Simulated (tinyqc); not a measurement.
Carrier lifetime from Shockley-Read-Hall, radiative, Auger and surface recombination: one step, computed by the program tinyqc.

Energies are counted from the top of the valence band. Boltzmann statistics, full ionisation, and equal excess densities of electrons and holes.

Task: Equilibrium densities. N_c = 2 M_c (2 pi m_e k_B T/h^2)^(3/2) and N_v = 2 (2 pi m_h k_B T/h^2)^(3/2), masses in units of m_0. n_i = sqrt(N_c N_v) exp(-E_g/2 k_B T); majority density N/2 + sqrt(N^2/4 + n_i^2), minority density n_i^2 over it.

Inputs (values chosen for the exercise, for a model semiconductor):

| quantity | value | unit |
|---|---|---|
| gap E_g | 2.39 | eV |
| electron mass m_e | 0.22 | m_0 |
| valleys M_c | 1 | - |
| hole mass m_h | 0.665 | m_0 |
| temperature T | 350 | K |
| doping N | 1e+14 | cm^-3 |

Doping: n-type. Surface term: none.

Constants: m_0 = 9.1093837015e-31 kg; k_B = 1.380649e-23 J/K; h = 6.62607015e-34 J s; k_B = 8.617333262e-05 eV/K.

Give: N_c; N_v; n_i; n_0; p_0.

Result:

N_c = 3.263e+18 cm^-3

N_v = 1.715e+19 cm^-3

n_i = 46.42 cm^-3

n_0 = 1.00e+14 cm^-3

p_0 = 2.155e-11 cm^-3
